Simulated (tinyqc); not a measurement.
# Inputs raised by 5 %, one at a time

Model: heat flow across a film from the phonon Boltzmann equation in the relaxation-time approximation. Computed by tinyqc, a small Python program. Command: `OMP_NUM_THREADS=1 python tinyqc.py 3011253 3011254 out.jsonl slabbte sens`. One thread of a shared host (Intel(R) Xeon(R) Processor @ 2.30GHz), about 0.04 s of CPU time with the checks.

Two black walls, hot at x = 0 and cold at x = L, emit phonons isotropically. For one free path Lambda, with tau = x/Lambda, tau_L = L/Lambda and phi = (T - T_cold)/Delta T, energy balance gives phi(tau) = (1/2) [E2(tau) + int_0^tau_L phi(s) E1(|tau - s|) ds]; E_n are the exponential integrals. The flux over the ballistic flux C v Delta T/4 is psi = 1 - 2 int_0^tau_L phi(s) E2(s) ds, and kappa_eff/kappa = (3/4) tau_L psi. kappa = C v Lambda/3 is an input, so at fixed kappa a longer free path means a smaller C v.

Inputs (values chosen for the exercise, modelled on sapphire):
```
quantity                             value     unit
bulk conductivity kappa                 33  W/(m K)
film thickness L                        10       nm
wall temperature difference Delta T    4.8        K
free path Lambda_1                      22       nm
free path Lambda_2                     310       nm
share f_2 of kappa                    0.37        -
cells n in the small system              6        -
```

Free-path groups: two.

Method:
- Cut the film into n equal cells with constant phi, collocated at the centres c_i: the kernel integrates to A_ij = |E2(|c_i - e_j|) - E2(|c_i - e_(j+1)|)|/2 for cell edges e_j, and A_ii = 1 - E2(half a cell); solve (1 - A) phi = E2(c)/2; psi = 1 - 2 sum_j phi_j [E3(e_j) - E3(e_(j+1))].
- Use 150 and 300 cells and extrapolate psi = (4 psi(300) - psi(150))/3. The jump at the hot wall is 1 - phi there (linear extrapolation from the first two of 300 cells). Two-flux (diffusion with slip) formula: psi = 1/(1 + 3 tau_L/4).
- Each group is solved on its own with 150 and 300 cells, psi = (4 psi(300) - psi(150))/3, and weighted by its share of kappa (f_1 is what the others leave); exchange of energy between groups inside the film is left out.
- Flux J = kappa_eff Delta T/L; apparent boundary resistance per wall (L/kappa_eff - L/kappa)/2.

Runs; columns: (1) input moved; (2) from; (3) to; (4) kappa_eff (W/(m K)); (5) apparent resistance per wall (m^2 K/GW); (6) jump at the wall / Delta T for Lambda_1; (7) psi for Lambda_1:
```
(1)                                 (2)     (3)    (4)     (5)     (6)     (7)
base run                              -       -  5.407  0.7732  0.3219  0.7225
bulk conductivity kappa (W/(m K))    33   34.65  5.677  0.7364  0.3219  0.7225
film thickness L (nm)                10    10.5  5.608  0.7771  0.3173  0.7132
free path Lambda_1 (nm)              22    23.1  5.224  0.8055  0.3264  0.7315
free path Lambda_2 (nm)             310   325.5  5.394  0.7755  0.3219  0.7225
share f_2 of kappa                 0.37  0.3885  5.271  0.7971  0.3219  0.7225
```

Exponents ln(y'/y) / ln(x'/x):
```
input                    kappa_eff  apparent resistance per wall  jump at the wall / Delta T for Lambda_1  psi for Lambda_1
bulk conductivity kappa      1.000                        -1.000                                    0.000             0.000
film thickness L             0.748                         0.102                                   -0.294            -0.265
free path Lambda_1          -0.704                         0.839                                    0.286             0.256
free path Lambda_2          -0.050                         0.060                                    0.000             0.000
share f_2 of kappa          -0.522                         0.623                                    0.000             0.000
```

Among the inputs moved here: kappa_eff answers most in size to bulk conductivity kappa (exponent +1.000), next to film thickness L (+0.748). Its exponent +1.000 in bulk conductivity kappa: at fixed free paths all scales with kappa. Apparent resistance per wall answers most in size to bulk conductivity kappa (exponent -1.000), next to free path Lambda_1 (+0.839). Jump at the wall / Delta T for Lambda_1 answers most in size to film thickness L (exponent -0.294), next to free path Lambda_1 (+0.286); its exponent is below 0.0005 for bulk conductivity kappa, free path Lambda_2, share f_2 of kappa. psi for Lambda_1 answers most in size to film thickness L (exponent -0.265), next to free path Lambda_1 (+0.256); its exponent is below 0.0005 for bulk conductivity kappa, free path Lambda_2, share f_2 of kappa.
